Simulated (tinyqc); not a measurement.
Raising U: Hubbard chain of 4 sites, mean field against exact. Computed by the program tinyqc. Collinear unrestricted mean field (the lowest of 40 random starts) against exact diagonalisation.

one-body matrix (hopping and site energies) (eV):
```
         1        2        3        4
1   0.0000  -0.7000   0.0000   0.0000
2  -0.7000   0.0000  -0.7000   0.0000
3   0.0000  -0.7000   0.0000  -0.7000
4   0.0000   0.0000  -0.7000   0.0000
```

electrons, up and down: 2  2

Exact and mean-field results (eV):

| U | U/t | E exact | E mean field | mean \|n_up - n_down\| | double occupancy, exact | first gap in the sector |
|---|---|---|---|---|---|---|
| 0.350 | 0.500 | -2.79866 | -2.78050 | 0.000 | 0.224 | 0.768 |
| 0.700 | 1.000 | -2.50276 | -2.43050 | 0.000 | 0.199 | 0.685 |
| 1.400 | 2.000 | -2.01316 | -1.74793 | 0.393 | 0.152 | 0.552 |
| 2.100 | 3.000 | -1.64320 | -1.28939 | 0.697 | 0.114 | 0.453 |
| 2.800 | 4.000 | -1.36720 | -1.00402 | 0.820 | 0.085 | 0.378 |
| 4.200 | 6.000 | -1.00236 | -0.68670 | 0.918 | 0.049 | 0.278 |
| 8.400 | 12.000 | -0.53765 | -0.34837 | 0.979 | 0.015 | 0.150 |
| 14.000 | 20.000 | -0.32803 | -0.20965 | 0.993 | 0.006 | 0.091 |

Estimate the missing row, U = 5.6.

Computed row:
```
U        U/t   E exact  E mean field  mean |n_up - n_down|  double occupancy, exact  first gap in the sector
5.600  8.000  -0.78202      -0.51945                 0.953                    0.031                    0.217
```

In absolute terms mean field is worst at U/t = 4.0, 0.363 eV too high: at small U it is nearly exact, and at large U it misses only exchange-scale energies. Its local moments set in at U/t = 2.0 of those listed, a broken symmetry that the exact state of a finite cluster with equal spins does not have. Relative to the exact energy its error is 0.6 % at the smallest U, 36 % at most and 36 % at the largest. The double occupancy falls from 0.224 to 0.006; at the largest U the first gap is 0.65 times the exchange scale 4t^2/U.
